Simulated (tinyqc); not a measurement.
Convergence with the basis: effective-mass impurity with a central-cell term, in a basis of Slater functions. Computed by tinyqc, a small Python program. Command: `OMP_NUM_THREADS=1 python tinyqc.py 3020011 3020012 out.jsonl centralcell walk`. One thread of a shared host (Intel(R) Xeon(R) Processor @ 2.30GHz), about 0.01 s of CPU time with the checks.

The envelope obeys H = -nabla^2 - (2/r) [Z + A exp(-kappa r)] in effective units, with kappa = a*/lambda; positive A deepens the well near the core.

Inputs (values chosen for the exercise, for a model semiconductor):
```
quantity                   value      unit
effective mass m           0.193       m_0
dielectric constant eps     7.78         -
charge Z of the core           1         -
central-cell strength A      1.2         -
central-cell range lambda    2.3  angstrom
smallest exponent zeta_1    0.58      1/a*
ratio beta of exponents        3         -
```

Impurity: donor, one isotropic band.

Constants: Ry = 13.605693123 eV; a_0 = 0.529177210903 angstrom.

Method:
- Units: Ry* = Ry m/eps^2 and a* = a_0 eps/m, with m in m_0.
- kappa = a*/lambda; the hydrogenic ground state is bound by Z^2 Ry*.
- For s functions exp(-zeta r), with s = zeta_i + zeta_j: S = 2/s^3, T = zeta_i zeta_j S, V = -2 Z/s^2, W = -2 A/(s + kappa)^2; each function is normalised by dividing by sqrt(S_ii S_jj).
- Large basis: zeta_i = 0.06 x 1.6^(i-1), i = 1..22, same formulas; for p functions r exp(-zeta r): S = 24/s^5, T = zeta_i zeta_j S (centrifugal term included), V = -12 Z/s^4, W = -12 A/(s + kappa)^4; overlap eigenvalues below 1e-11 are dropped.
- Binding energies are -E Ry*; the effective quantum number is nu = Z/sqrt(-E); |psi(0)|^2 is given relative to the hydrogenic Z^3/(pi a*^3).
- zeta_i = zeta_1 beta^(i-1), i = 1..n.
- The error is the lowest level above the large-basis value.

kappa = 9.27461 1/a*

Ry* = 43.3829 meV

1s binding energy = 47.4824 meV

Error of the 1s level:
```
n  error (meV)  largest exponent (1/a*)
1       11.006               5.8000e-01
2        2.012               1.7400e+00
3        1.881               5.2200e+00
4        1.685               1.5660e+01
5        1.647               4.6980e+01
6        1.638               1.4094e+02
7        1.636               4.2282e+02
8        1.636               1.2685e+03
```

The error falls from 11.0 to 1.64 meV. The last function changes it by less than 5 %: it has levelled off, and what remains is set by beta and zeta_1, not by the range of exponents.

Extremes, crossings and ranges named in words are read from the listed rows.
